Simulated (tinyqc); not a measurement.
Worked calculation: Ewald sum of point charges, bcc lattice in a neutralising background. Computed by tinyqc, a small Python program that keeps every step. Command: `OMP_NUM_THREADS=1 python tinyqc.py 23128 23129 out.jsonl` (the two numbers bound the seeds that draw the settings). One thread of a shared host (Intel(R) Xeon(R) Processor @ 2.60GHz), about 0.03 s of CPU time with the checks.

## Ewald sum with eta = 0.521 1/bohr

cell vectors (rows) (bohr):
```
         1        2        3
1  7.07000  0.00000  0.00000
2  0.00000  7.07000  0.00000
3  0.00000  0.00000  7.07000
```

Charges:
```
q             f1       f2       f3
1.00000  0.00000  0.00000  0.00000
1.00000  0.50000  0.50000  0.50000
```

Real space: 1/2 sum q_i q_j erfc(eta r)/r over all images with r > 0; reciprocal space: (2 pi/V) sum_(G != 0) exp(-G^2/4 eta^2)/G^2 |S(G)|^2 with S(G) = sum q exp(i G.r); self term -eta/sqrt(pi) sum q^2; background -pi Q^2/(2 V eta^2), Q the total charge.

Real-space shells (first ones):
```
r (bohr)  pairs  sum (hartree)
6.12280      16       8.42e-06
7.07000      12       1.61e-07
9.99849      24              0
```

Reciprocal shells (first ones that count):
```
G^2 (1/bohr^2)  vectors  sum (hartree)
1.57961              12        0.12612
3.15923               6        0.00736
4.73884              24        0.00458
6.31845              12        0.00040
7.89807              24        0.00015
9.47768               8       9.71e-06
11.05730             48       1.17e-05
12.63691              6       2.98e-07
14.21652             36       3.71e-07
15.79614             24       5.19e-08
17.37575             24       1.10e-08
18.95536             24       2.36e-09
```

## The total does not depend on eta

The same sums for other eta.

Totals (hartree per cell):
```
eta          real  reciprocal      self  background       total
0.52100  8.58e-06     0.13863  -0.58789    -0.06550  -0.5147431
0.73400  2.71e-10     0.34649  -0.82823    -0.03300  -0.5147431
0.90400         0     0.52707  -1.02005    -0.02176  -0.5147431
```

shortest distance = 6.12280 bohr
